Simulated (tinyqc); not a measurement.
Alloy A(1-x)B(x) by interpolation with bowing: one step. Shares of the electrons in the valleys. Four cases, with inputs chosen for the exercise.

Question. Non-degenerate: n_i proportional to md_i^(3/2) exp(-E_i/kT).

Constants: kB = 8.617333262e-05 eV/K.

Case 1.

Values chosen (out of a larger set: A near Si, B near Ge; not measured data): md = (0.0782, 0.78, 0.5) m0 (density-of-states masses of Gamma, all X and all L valleys); T = 77 K (temperature).

gaps (eV): Gamma 1.792854, X 0.958173, L 1.117040

Case 2.

Values chosen (out of a larger set: A near InSb, B near InAs; not measured data): md = (0.0109, 0.87, 0.52) m0 (density-of-states masses of Gamma, all X and all L valleys); T = 77 K (temperature).

gaps (eV): Gamma 0.184105, X 0.664438, L 0.899355

Case 3.

Values chosen (out of a larger set: A near Si, B near Ge; not measured data): md = (0.1032, 0.72, 0.5) m0 (density-of-states masses of Gamma, all X and all L valleys); T = 400 K (temperature).

gaps (eV): Gamma 2.309830, X 0.991745, L 1.349050

Case 4.

Values chosen (out of a larger set: A near GaSb, B near GaAs; not measured data): md = (0.0496, 0.9, 0.65) m0 (density-of-states masses of Gamma, all X and all L valleys); T = 400 K (temperature).

gaps (eV): Gamma 1.139387, X 1.594439, L 1.459441

Give: md^(3/2); (E - E_min)/kT; shares.

Answer.

Case 1.

md^(3/2): Gamma 0.0219, X 0.6889, L 0.3536

(E - E_min)/kT: Gamma 125.79, X 0.00, L 23.94

shares: Gamma 0.000, X 1.000, L 0.000

X holds most electrons (100.0 %).

Case 2.

md^(3/2): Gamma 0.0011, X 0.8115, L 0.3750

(E - E_min)/kT: Gamma 0.00, X 72.39, L 107.79

shares: Gamma 1.000, X 0.000, L 0.000

Gamma holds most electrons (100.0 %).

Case 3.

md^(3/2): Gamma 0.0332, X 0.6109, L 0.3536

(E - E_min)/kT: Gamma 38.24, X 0.00, L 10.37

shares: Gamma 0.000, X 1.000, L 0.000

X holds most electrons (100.0 %).

Case 4.

md^(3/2): Gamma 0.0110, X 0.8538, L 0.5240

(E - E_min)/kT: Gamma 0.00, X 13.20, L 9.29

shares: Gamma 0.995, X 0.000, L 0.004

Gamma holds most electrons (99.5 %).

Computed by tinyqc, one run a case: `OMP_NUM_THREADS=1 python tinyqc.py N N+1 out.jsonl` with N = 1051123, 1051219, 1051461, 1051464; one thread of a shared Intel(R) Xeon(R) Processor @ 2.30GHz, about 0.01 s a run at most.
